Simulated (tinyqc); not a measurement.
# Surface potential of a MOS transistor: implicit equation and explicit approximations, step by step

Numbers from tinyqc (`OMP_NUM_THREADS=1 python tinyqc.py 2122036 2122037 out.jsonl`; about 0.01 s on one thread of a shared Intel Xeon 2.30GHz). Printed values are rounded.

p-type body, charge-sheet picture, depletion and inversion only, full ionisation (an idealisation for deep acceptors), Boltzmann statistics (rough once Na exp(x - xn) passes about Nc/7). In units of Vt: xg = (Vg - Vfb)/Vt, x = psi/Vt, G = gamma/sqrt(Vt), xn = (2 phiF + Vc)/Vt. The implicit equation is (xg - x)^2 = G^2 [x - 1 + exp(x - xn)] for x above about 3. Cox = eps0 eox/tox.

Parameters, values chosen for the exercise; band and dielectric values close to those of silicon:
```
symbol,value,unit,meaning
T,400,K,temperature
Eg,1.14,eV,band gap
eps_r,11.8,,relative permittivity
Nc,4.34e19,cm^-3,conduction-band density of states at T
Nv,4.06e19,cm^-3,valence-band density of states at T
eox,21.7,,relative permittivity of the gate insulator (close to hafnium oxide)
tox,6.3,nm,insulator thickness
Na,1.9e17,cm^-3,acceptor density
Vfb,-0.84,V,flat-band voltage
Vc,0,V,channel-body voltage
Vg,-0.34,V,gate-body voltage
```

Constants: q = 1.602176634e-19 C, kB = 1.380649e-23 J/K, Vt = kB T/q, eps0 = 8.8541878128e-14 F/cm where lengths are in cm. Results are converted to the units shown.

## Scales

ni = sqrt(Nc Nv) exp(-Eg/(2 Vt)), Eg in volts; phiF = Vt ln(Na/ni); gamma = sqrt(2 q eps0 eps_r Na)/Cox; VT = Vfb + Vt (xn + G sqrt(xn - 1)).

phiF = 0.383940 V
gamma = 0.0826979 V^0.5
G = 0.445429
xn = 22.2772
VT = -0.00129826 V
xg = 14.5056

## Explicit approximation

Depletion value a = 1 + [sqrt(G^2/4 + xg - 1) - G/2]^2; inversion value b = xn + ln[(xg - xn)^2/G^2 - xn + 1] and first guess y = min(a, b) - ln(1 + exp(-|a - b|)) if a > xn + 1, else b = y = a; one second-order correction with D = exp(y - xn), p = 2 (xg - y) + G^2 (1 + D), w = (xg - y)^2 - G^2 (y - 1 + D): z = y + 2 w/(p + sqrt(p^2 - 2 (2 - G^2 D) w)), or the Newton step z = y + w/p where the root is not real.

a = 12.9649
b = 12.9649
y = 12.9649
p = 3.27993
w = -1.79176e-5
z = 12.9649

The root of the implicit equation is x = 12.9649; y misses it by 5.5e-6 and z by 0, in units of Vt.

## Starting value

x = y rounded to two decimals.

x at the start = 12.96

## Iteration 1: new x

D = exp(x - xn), f = (xg - x)^2 - G^2 (x - 1 + D), f' = -2 (xg - x) - G^2 (1 + D), x(new) = x - f/f'.

D = 8.98664e-5
f = 0.0160664
f' = -3.28972
x after iteration 1 = 12.9649

## Iteration 2: new x

As before.

D = 9.03063e-5
f = 2.38516e-5
f' = -3.27995
x after iteration 2 = 12.9649

## Course of the iteration

Stop when the step is below 1e-11, or after 60 iterations.

Course of the iteration:
```
iteration	x before the step	step
1	12.96	4.88e-3
2	12.9649	7.27e-6
3	12.9649	1.61e-11
4	12.9649	1.78e-15
```

Converged in 4 iterations.

## Potential, charges and gate control

converged x = 12.9649

psi = Vt x; N_dep = Cox Vt G sqrt(x - 1)/q; N_inv = (Cox Vt G/q) [sqrt(x - 1 + exp(x - xn)) - sqrt(x - 1)]; dpsi/dVg = 1/[1 + G^2 (1 + exp(x - xn))/(2 (xg - x))].

psi = 0.446891 V
N_dep = 1.01093e12 cm^-2
N_inv = 3.8151e6 cm^-2
dpsi/dVg = 0.939504

psi lies 9.3 Vt below 2 phiF + Vc.
